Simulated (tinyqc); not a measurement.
Inside a calculation. Model: nanowire ballistic transistor, top-of-the-barrier model.

Computed by the program tinyqc: `OMP_NUM_THREADS=1 python tinyqc.py 2400016 2400017 out.jsonl`, one thread of a shared Intel Xeon 2.30GHz, about 0.06 s for the whole run. Printed values are rounded.

At the top of the source barrier, states moving towards the drain are filled by the source (Fermi level 0) and states moving back by the drain (Fermi level -q Vd); nothing scatters. U is the shift of the band edge there, set by the capacitances CG, CD and CS (the total) and by the charge. Parabolic one-dimensional subbands; the source is grounded.

Parameters, values chosen for the exercise; mass and valleys close to those of indium arsenide: temperature T = 300 K; effective mass m = 0.0297 m0; valley degeneracy gv = 1; relative permittivity of the gate insulator eox = 9; insulator thickness tox = 1.5 nm; wire diameter d = 5 nm; offset of a second subband (0: none) dE = 0.16 eV; gate control CG/CS aG = 0.92; drain control CD/CS aD = 0.009; band edge at the barrier top above the source Fermi level at zero bias E0 = 0.28 eV; gate voltage Vg = 0.8 V; drain voltage Vd = 0.2 V.

Constants: q = 1.602176634e-19 C, kB = 1.380649e-23 J/K, hbar = 1.054571817e-34 J s, h = 6.62607015e-34 J s, m0 = 9.1093837015e-31 kg, Vt = kB T/q, eps0 = 8.8541878128e-14 F/cm where lengths are in cm. Results are converted to the units shown.

Range of the model: The source Fermi level lies 0.39 eV above the band edge, where a light band is no longer parabolic.

## Density of states, capacitances and charge at zero bias

N0 = gv sqrt(2 m kB T/pi)/hbar, CG = 2 pi eps0 eox/ln(1 + 2 tox/d), CS = CG/aG, n0 = n at U = 0 and Vd = 0. eta1 = -(E0 + U)/Vt, eta2 = eta1 - Vd/Vt, n = (N0/2)[F_(-1/2)(eta1) + F_(-1/2)(eta2)], F_(-1/2)(x) = (1/sqrt(pi)) int_0^infinity u^(-1/2)/(1 + exp(u - x)) du. Each F is summed over the two subbands, F(eta) + F(eta - dE/Vt), which share the mass. UL = -(aG Vg + aD Vd).

N0 = 8.00920e5 cm^-1
CG = 10.6530 pF/cm
CS = 11.5793 pF/cm
n0 = 15.8738 cm^-1
UL = -0.7378 eV

## Iteration 1: self-consistent potential at the barrier top

U at the start (U = UL) = -0.7378 eV

eta1 = -(E0 + U)/Vt, eta2 = eta1 - Vd/Vt, n = (N0/2)[F_(-1/2)(eta1) + F_(-1/2)(eta2)], F_(-1/2)(x) = (1/sqrt(pi)) int_0^infinity u^(-1/2)/(1 + exp(u - x)) du. Each F is summed over the two subbands, F(eta) + F(eta - dE/Vt), which share the mass. U(out) = UL + q (n - n0)/CS. U(new) = U + 0.5 (U(out) - U).

eta1 = 17.7085
eta2 = 9.97215
n = 5.69667e6 cm^-1
U(out) = -0.658978 eV
U after iteration 1 = -0.698389 eV

## Iteration 2: self-consistent potential at the barrier top

As before.

eta1 = 16.1840
eta2 = 8.44766
n = 5.17144e6 cm^-1
U(out) = -0.666245 eV
U after iteration 2 = -0.682317 eV

## Course of the iteration: self-consistent potential at the barrier top

Stop when U changes by less than 1e-9 eV, or after 90 iterations.

Course of the iteration:
```
iteration     U (eV)  |change| (eV)
1          -0.698389         0.0394
2          -0.682317         0.0161
3          -0.675916        6.40e-3
4          -0.673388        2.53e-3
5          -0.672393        9.95e-4
6          -0.672001        3.92e-4
7          -0.671847        1.54e-4
8          -0.671787        6.06e-5
9          -0.671763        2.38e-5
...              ...            ...
12         -0.671748        1.45e-6
13         -0.671748        5.70e-7
14         -0.671748        2.24e-7
15         -0.671748        8.81e-8
16         -0.671748        3.46e-8
17         -0.671748        1.36e-8
18         -0.671748        5.35e-9
19         -0.671748        2.11e-9
20         -0.671748       8.28e-10
```

Converged in 20 iterations. At the end each change is about 0.39 times the one before: linear convergence.

## Current, mean velocity and share of the gate voltage

converged U = -0.671748 eV

N0 = gv sqrt(2 m kB T/pi)/hbar, CG = 2 pi eps0 eox/ln(1 + 2 tox/d), CS = CG/aG, n0 = n at U = 0 and Vd = 0. eta1 = -(E0 + U)/Vt, eta2 = eta1 - Vd/Vt, n = (N0/2)[F_(-1/2)(eta1) + F_(-1/2)(eta2)], F_(-1/2)(x) = (1/sqrt(pi)) int_0^infinity u^(-1/2)/(1 + exp(u - x)) du. Each F is summed over the two subbands, F(eta) + F(eta - dE/Vt), which share the mass. I = gv (2 q^2/h) Vt [ln(1 + exp eta1) - ln(1 + exp eta2)], summed over both subbands. Mean velocity I/(q n). CQ = (q/Vt) dn/d(eta1); the band edge follows the gate as -dU/dVg = aG/(1 + CQ/CS).

eta1 = 15.1535
n = 4.77378e6 cm^-1
I = 30.4769 uA
mean velocity = 3.98473e7 cm/s
CQ = 2.47275 pF/cm
-dU/dVg = 0.758107 eV/V

The carriers from the source are degenerate (eta1 = 15.2), and the mean velocity is 1.28 times vT = sqrt(2 kB T/(pi m)) = 3.12e7 cm/s. The drain fills a good part of the returning states, which lowers the mean.
